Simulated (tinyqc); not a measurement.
Inside a calculation. Model: scattering of inversion-layer electrons by surface optical phonons of the gate insulator (remote phonon scattering). Computed by tinyqc, a small Python program that keeps every step. Command: `OMP_NUM_THREADS=1 python tinyqc.py 3114314 3114315 out.jsonl sophonon walk`. One thread of a shared host (Intel(R) Xeon(R) Processor @ 2.30GHz), about 0.02 s of CPU time with the checks. Intermediate numbers are printed to about 6 digits and carried at full precision; extremes and crossings named in words are read from the listed rows.

One subband with the Fang-Howard envelope; insulator and channel are half-spaces, the gate is far away, and an interlayer only moves the polar surface away by t (its own modes and its permittivity contrast are left out).

Inputs (values chosen for the exercise, modelled on AlN on germanium):

| quantity | value | unit |
|---|---|---|
| static constant of the insulator eps_0s | 9.15 | - |
| intermediate constant eps_i | 7.37 | - |
| optical constant eps_inf | 4.86 | - |
| hbar omega_TO1 | 81 | meV |
| hbar omega_TO2 | 89.1 | meV |
| constant of the channel eps_s | 16.2 | - |
| in-plane mass m | 0.119 | m_0 |
| valleys g_v | 4 | - |
| sheet density n | 1.4e+12 | 1/cm^2 |
| mean distance of the electrons z0 = 3/b | 2.8 | nm |
| interlayer thickness t | 1 | nm |
| temperature T | 400 | K |
| electron energy E | 59 | meV |
| mobility from other processes | 740 | cm^2/(V s) |

Screening by the channel electrons: static.

Constants: k_B = 8.617333262e-05 eV/K; hbar^2/(2 m_0) = 3.80998212 eV angstrom^2; e^2/(4 pi eps_0) = 14.39964548 eV angstrom; hbar = 6.582119569e-16 eV s; e = 1.602176634e-19 C; m_0 = 9.1093837015e-31 kg.

## Surface modes and strengths

eps(w) = eps_inf + (eps_0s - eps_i) w1^2/(w1^2 - w^2) + (eps_i - eps_inf) w2^2/(w2^2 - w^2). Surface modes solve eps(w) + eps_s = 0, a quadratic in w^2; the strength of a mode is g = 2/(w d eps/dw). Occupation N = 1/(exp(hbar w/(k_B T)) - 1).

hbar omega_SO (meV): 1 82.8060, 2 95.6226

strengths g: 1 0.00096927, 2 0.00706638

occupations N: 1 0.0995157, 2 0.0665567

hbar omega g (2 N + 1) (meV): 1 0.096236, 2 0.765651

The upper mode has the larger hbar omega g N, the prefactor of absorption before the dependence on q: 0.00799 and 0.0450 meV.

## The electron gas

Density of states D = g_v m/(pi hbar^2); eta = E_F/(k_B T) = ln(exp(n/(D k_B T)) - 1); screening wave number q_s = e^2 D/(2 eps_0 eps_avg) x 1/(1 + exp(-eta)), eps_avg = (eps_s + eps_inf)/2; b = 3/z0.

D = 1.98840e+14 1/(eV cm^2)

eta = -1.48447

q_s = 0.315644 1/nm

b = 1.07143 1/nm

## Squared matrix elements

For a mode of strength g, without the occupation factor, Area x |M(q)|^2 = e^2 hbar w g/(2 eps_0 q) x (b/(b + q))^6 exp(-2 q t) / (1 + (q_s/q) H(q))^2, H = (1 + 9 x/8 + 3 x^2/8)/(1 + x)^3, x = q/b.

Area x |M|^2 (meV^2 nm^2):

| q (1/nm) | (b/(b + q))^6 | exp(-2 q t) | mode 1 | mode 2 |
|---|---|---|---|---|
| 0.05 | 0.760588 | 0.904837 | 2.16215e+02 | 1.82026e+03 |
| 0.10 | 0.585443 | 0.818731 | 2.57496e+02 | 2.16781e+03 |
| 0.20 | 0.358119 | 0.670320 | 1.87660e+02 | 1.57987e+03 |
| 0.30 | 0.227374 | 0.548812 | 1.07725e+02 | 9.06915e+02 |
| 0.50 | 0.100464 | 0.367879 | 3.07371e+01 | 2.58769e+02 |
| 0.80 | 0.035216 | 0.201897 | 4.86549e+00 | 4.09615e+01 |
| 1.20 | 0.011015 | 0.090718 | 5.22896e-01 | 4.40215e+00 |

## Rates at the energy E

Approximate momentum relaxation rate, taking tau v alike in the initial and final states: 1/tau = (m/(2 pi hbar^3)) sum over modes and over absorption (N, E' = E + hbar w) and emission (N + 1, E' = E - hbar w > 0) of [(1 - f(E'))/(1 - f(E))] int_0^(2 pi) Area |M(q)|^2 (1 - cos theta) d theta, q^2 = k^2 + k'^2 - 2 k k' cos theta, f the Fermi function; 48 midpoints in theta from 0 to pi.

rates (1/ps): mode 1 absorption 0.00122177, mode 1 emission 0.00000000, mode 2 absorption 0.00593229, mode 2 emission 0.00000000

tau at E = 139781 fs

## Mobility

mu = (e/m) int tau E f (1 - f) dE/(k_B T int f dE), by 300 midpoints from 0 to (max(eta, 0) + 14) k_B T; Matthiessen sum with the other processes.

remote-phonon mobility = 1.13528e+06 cm^2/(V s)

total mobility = 739.518 cm^2/(V s)

loss of mobility = 0.0651395 %

Caution: a relaxation time is only an approximation for inelastic scattering, and static or no screening brackets the true dynamic screening only roughly.

## What an interlayer buys

The formulas are those given above.

Against the interlayer thickness:

| t (nm) | remote-phonon mobility (cm^2/(V s)) | total (cm^2/(V s)) |
|---|---|---|
| 0.0 | 2.80458e+05 | 738.053 |
| 0.3 | 4.36310e+05 | 738.747 |
| 0.6 | 6.65860e+05 | 739.179 |
| 1.0 | 1.13528e+06 | 739.518 |
| 1.5 | 2.11239e+06 | 739.741 |
| 2.0 | 3.75574e+06 | 739.854 |
| 3.0 | 1.06642e+07 | 739.949 |

1 nm of interlayer raises the remote-phonon mobility by a factor 4.05, as exp(2 q t) with an effective q of 0.70 per nm; between 2 and 3 nm the effective q is 0.52. The total goes from 738 to 740 over the first nanometre.

Checks made by the program: sum of strengths against 1/(eps_s + eps_inf) - 1/(eps_s + eps_0s) (relative difference below 1e-10).
